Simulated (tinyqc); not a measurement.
All-pass ring resonator: course of the iteration: thermal shift of the resonance.

A ring of length L = 2 pi Rr coupled to one bus waveguide: round-trip amplitude a = 10^(-al L/20), self-coupling t = sqrt(1 - k2). At detuning d from the resonance the round-trip phase is p = 2 pi d/FSR and the transmission T = (a^2 - 2 a t cos p + t^2)/(1 - 2 a t cos p + a^2 t^2). Lossless coupler, linear absorption only.

T is the transmission at d = dl - s, p = 2 pi d/FSR; out = (lam dT/ng) Rt fa (1 - T) Pin; s(new) = out.

Stop when s changes by less than 1e-7 pm, or after 200 iterations.

Parameters, values chosen for the exercise; values close to those of silicon waveguides:

| symbol | value | unit | meaning |
|---|---|---|---|
| lam | 1310 | nm | cold resonance wavelength |
| ng | 4.11 |  | group index |
| dT | 0.00019 | 1/K | thermo-optic change of the effective index |
| Rt | 2 | K/mW | thermal resistance |
| fa | 0.73 |  | share of the loss that heats the ring |
| Pin | 0.86 | mW | input power |
| dl | -17 | pm | laser detuning from the cold resonance |

s at the start = 0 pm
a = 0.991357
t = 0.988433
FSR = 8.86053 nm

Course of the iteration:
```
iteration,s (pm),|change| (pm)
1,55.0478,55.0
2,10.1636,44.9
3,39.1949,29.0
4,15.3558,23.8
5,32.7097,17.4
6,18.5592,14.2
7,29.2972,10.7
8,20.6102,8.69
9,27.3303,6.72
...,...,...
79,24.2335,5.82e-7
80,24.2335,4.62e-7
81,24.2335,3.66e-7
82,24.2335,2.90e-7
83,24.2335,2.30e-7
84,24.2335,1.82e-7
85,24.2335,1.44e-7
86,24.2335,1.14e-7
87,24.2335,9.08e-8
```

Did this iteration meet its convergence test, and what does its course show?

Yes. Converged in 87 iterations. At the end each change is about 0.79 times the one before, with alternating sign: linear convergence. The equation has 1 root(s).

tinyqc, about 0.01 s, one thread, Intel Xeon 2.30GHz (shared host): `OMP_NUM_THREADS=1 python tinyqc.py 2650009 2650010 out.jsonl`
